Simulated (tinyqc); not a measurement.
Worked calculation: Hubbard ring of 4 sites. One step of it, computed by the program tinyqc.

Problem. Mean-field iteration 1. H(up) = T + U n(down), H(down) = T + U n(up); fill the lowest levels; n(new) = n + mixing (n(out) - n); E = tr T (rho up + rho down) + U sum n_up n_down of the output.

one-body matrix (hopping and site energies) (eV), lower triangle:
```
           1          2          3         4
1   0.000000
2  -1.800000   0.000000
3   0.000000  -1.800000   0.000000
4  -1.800000   0.000000  -1.800000  0.000000
```

U = 8.300000 eV

electrons, up and down: 2  2

mixing = 0.500000

n(up) at the start (a guess, not normalised): 1 0.950000, 2 0.050000, 3 0.950000, 4 0.050000

n(down) at the start (a guess): 1 0.050000, 2 0.950000, 3 0.050000, 4 0.950000

Give: levels, up; levels, down; energy; n(up) after iteration 1; n(down) after iteration 1.

Solution.

levels, up (eV): -1.038  0.415  7.885  9.338

levels, down (eV): -1.038  0.415  7.885  9.338

energy = -2.835 eV

n(up) after iteration 1: 1 0.940, 2 0.060, 3 0.940, 4 0.060

n(down) after iteration 1: 1 0.060, 2 0.940, 3 0.060, 4 0.940
